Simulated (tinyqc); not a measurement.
# From theta_t back to sticking coefficient alpha

Model: Berg model of reactive sputtering of a nitride or oxide: poisoning, hysteresis and pumping speed. Computed by tinyqc, a small Python program. Command: `OMP_NUM_THREADS=1 python tinyqc.py 3004482 3004483 out.jsonl berg inv`. One thread of a shared host (Intel(R) Xeon(R) Processor @ 2.30GHz), about 0.03 s of CPU time with the checks.

A diatomic gas reacts with bare metal on the target and on the collecting surfaces; ions remove metal and compound from the target. theta_t and theta_c are the compound fractions.

Inputs (values chosen for the exercise, close to those used for aluminium nitride):
```
quantity,value,unit
ion current density J,58,mA/cm^2
target area A_t,63,cm^2
collecting area A_c,4000,cm^2
metal yield Y_m,0.98,-
compound yield Y_c,0.18,-
reactive atoms per metal atom z,1,-
gas mass M,28,u
pumping speed S,770,l/s
gas temperature T,300,K
reactive partial pressure P,0.0041,Pa
```

Constants: e = 1.602176634e-19 C; u = 1.6605390666e-27 kg; k_B = 1.380649e-23 J/K.

Method. Ion flux j = J/e; gas flux F = P/sqrt(2 pi M k_B T). Target: (2/z) alpha F (1 - theta_t) = j Y_c theta_t. Sputtered flows F_c = j Y_c theta_t A_t, F_m = j Y_m (1 - theta_t) A_t. Collector: (2/z) alpha F (1 - theta_c) A_c + F_c (1 - theta_c) = F_m theta_c. Gas use Q = alpha F [(1 - theta_t) A_t + (1 - theta_c) A_c] + P S/(k_B T); 1 sccm = 4.4780e17 molecules/s. Rate R = F_m + F_c, given relative to j Y_m A_t.

Problem. A run gave the result below. Find the sticking coefficient alpha, known to lie between 0.53 and 1.

theta_t = 0.2294258

Solution.

Each step takes the trial c = (a f_b - b f_a)/(f_b - f_a), f being the result less the target and a, b, c the logarithms of the listed values; c replaces end b, the old b replaces a if the sign of f changed, and otherwise f_a is halved.

Scan of the range:
```
sticking coefficient alpha,theta_t
0.530,0.160888
0.589,0.175652
0.655,0.191564
0.728,0.208464
0.809,0.226407
0.900,0.245619
1.000,0.265660
```

False position (Illinois rule, in the logarithm of the input) inside the bracket:
```
step,end a,end b,trial,theta_t
1,0.809000,0.900000,0.822666,0.229354
2,0.900000,0.822666,0.822992,0.229424
3,0.900000,0.822992,0.823007,0.229427
4,0.822992,0.823007,0.823000,0.229426
```

theta_t rises at every point of a 13-point scan of the range (every second point is shown), so one value fits; it is bracketed by 0.809 and 0.900. Answer: sticking coefficient alpha = 0.8230.
